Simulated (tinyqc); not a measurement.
# Lossy interposer transmission line with skin effect: effects of single changes

A uniform line in a homogeneous dielectric: c = sqrt(er)/(c0 Z0), l = Z0 sqrt(er)/c0 (c0 = 299792458 m/s), g = w c td, w = 2 pi f. The resistance joins its limits as r = sqrt(r_dc^2 + r_hf^2), with r_dc = rho/(wd th), r_hf = kr rho/(2 delta (wd + th)), delta = sqrt(rho/(pi f mu0)), mu0 = 4 pi 1e-7 H/m; this is an interpolation, and internal inductance, up to 0.05 nH/mm at low frequency, is neglected.

Values chosen for this exercise:
- wd = 5.4 um (width of the strip)
- th = 0.72 um (thickness of the strip)
- rho = 2 uohm cm (resistivity)
- er = 3.9 (relative permittivity)
- td = 0.005 (loss tangent)
- Z0 = 35 ohm (lossless impedance sqrt(l/c))
- kr = 1.5 (factor for crowding and the return path)
- len = 2.2 mm (length)
- Rg = 100 ohm (source resistance)
- RL = 50 ohm (load resistance)
- CL = 0 fF (load capacitance)
- f = 0.54 GHz (frequency)

Each table varies one quantity; the others keep the values above.

## Line properties against frequency

gamma = sqrt((r + i w l)(g + i w c)) = alpha + i beta, Zc = sqrt((r + i w l)/(g + i w c)), roots with positive real part; loss 8.685889638 alpha in dB; phase velocity w/beta. ZL = 1/(1/RL + i w CL); reflection (ZL - Zc)/(ZL + Zc); Zin = Zc (ZL + Zc tanh(gamma len))/(Zc + ZL tanh(gamma len)); H = V_load/V_source = [Zin/(Zin + Rg)]/[cosh(gamma len) + (Zc/ZL) sinh(gamma len)].

Results:
```
f (GHz)  r (ohm/mm)  r/(w l)  loss (dB/mm)  |Zc| (ohm)  phase velocity over c0  length in wavelengths  |H| (dB)
0.01          5.145    355.2       0.04796       659.6                 0.03804               0.001929    -10.17
0.03          5.147    118.4       0.08286       380.9                 0.06569               0.003352    -10.17
0.3           5.178    11.92        0.2531       121.0                  0.1994                0.01104    -10.18
0.8           5.235    4.518        0.3885       75.29                  0.3025                0.01941    -10.20
2             5.370    1.853        0.5369       50.79                  0.4069                0.03607    -10.28
7             5.896   0.5814        0.7110       37.64                  0.4879                 0.1053    -11.02
20            7.084   0.2445        0.8907       35.51                  0.5028                 0.2919    -12.67
60            9.880   0.1137         1.278       35.11                  0.5056                 0.8708    -13.21
```

Estimate the missing row, f = 0.09 GHz.

Computed row:
```
f (GHz)  r (ohm/mm)  r/(w l)  loss (dB/mm)  |Zc| (ohm)  phase velocity over c0  length in wavelengths  |H| (dB)
0.09          5.154    39.53        0.1424       220.1                  0.1127               0.005858    -10.18
```

With this row back in the table: r equals w l at 3.84 GHz: below it |Zc| and the delay grow as in an RC line, above it |Zc| tends to Z0 = 35 ohm and the velocity to 1/sqrt(er) = 0.506 c0. The loss goes as f^(0.50) between the first two rows and f^(0.33) between the last two. |H| is -10.2 dB in the first row and -13.2 dB in the last; between rows it can pass through resonances that the table doesn't show.

## Effect of the load resistance

Same model as above.

The same in every row: r (ohm/mm) = 5.206; r/(w l) = 6.655; loss (dB/mm) = 0.3295; |Zc| (ohm) = 90.79; phase velocity over c0 = 0.2581; length in wavelengths = 0.01535.

Results:
```
RL (ohm)  |H| (dB)
10          -21.68
50          -10.19
75          -7.925
150         -4.857
500         -1.808
10000      -0.1820
```

Estimate the missing row, RL = 25 ohm.

Computed row:
```
RL (ohm)  |H| (dB)
25          -14.74
```

With this row back in the table: As RL goes from 10 to 10000, the loss stays at 0.330 dB/mm, |Zc| stays at 90.8 ohm and |H| goes from -21.7 to -0.182 dB, with its highest value among the rows, -0.182 dB, at RL = 10000.

tinyqc, about 0.01 s, one thread, Intel Xeon 2.30GHz (shared host): `OMP_NUM_THREADS=1 python tinyqc.py 2810224 2810225 out.jsonl`
